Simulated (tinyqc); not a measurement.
The decay curve: photoconductance decay in a wafer: bulk and surface recombination modes, and iron detection by pair splitting. Computed by tinyqc, a small Python program. Command: `OMP_NUM_THREADS=1 python tinyqc.py 3113423 3113424 out.jsonl pcd walk`. One thread of a shared host (Intel(R) Xeon(R) Processor @ 2.30GHz), about 0.01 s of CPU time with the checks.

Both faces of the wafer have the same S; injection is low and all coefficients are constant. x runs from -W/2 to W/2.

Inputs (values chosen for the exercise, modelled on p-type silicon):
```
quantity,value,unit
thickness W,150,micrometre
diffusivity D,23.3,cm^2/s
bulk lifetime tau_b without iron,1200,microsecond
surface recombination velocity S,5.1,cm/s
absorption coefficient alpha,920,1/cm
```

Method:
- Even modes cos(a x) obey b tan b = S W/(2 D) with b = a W/2, odd modes sin(a x) obey -b cot b = S W/(2 D); each decays at the rate 1/tau_b + D a^2.
- tau_eff is the decay time of the first mode. The surface time is 1/(D a^2) of that mode; shortcuts for it are W/(2 S), W^2/(pi^2 D) and their sum, whose error is sum/surface time - 1.
- Light from one face makes n(x, 0) proportional to exp(-alpha (x + W/2)). Only even modes carry the thickness average: weight c_n = [sin b/b] int n cos(a x) dx / (int cos^2(a x) dx x mean n), with int exp(-alpha (x + W/2)) cos(a x) dx = [alpha cos b (1 - E) + a sin b (1 + E)]/(alpha^2 + a^2), E = exp(-alpha W), and int cos^2 = W/2 + sin(2 b)/(2 a).
- Mean density = sum_n c_n exp(-t/tau_n) over 60 modes; the local decay time is -1/(d ln n/dt).

W^2/(pi^2 D) = 0.978423 microsecond

tau_eff = 660.955 microsecond

Decay:
```
t / (W^2/(pi^2 D)),t (microsecond),mean density/start,local decay time (microsecond)
0.02,0.0196,0.99992,289.58
0.05,0.0489,0.99983,349.38
0.10,0.0978,0.99970,411.24
0.20,0.1957,0.99949,487.86
0.50,0.4892,0.99895,600.37
1.00,0.9784,0.99818,652.07
2.00,1.9568,0.99670,660.79
```

The local decay time goes from 290 to 661 microsecond against tau_eff = 661. Early on higher modes speed the decay, so a fit must start late.
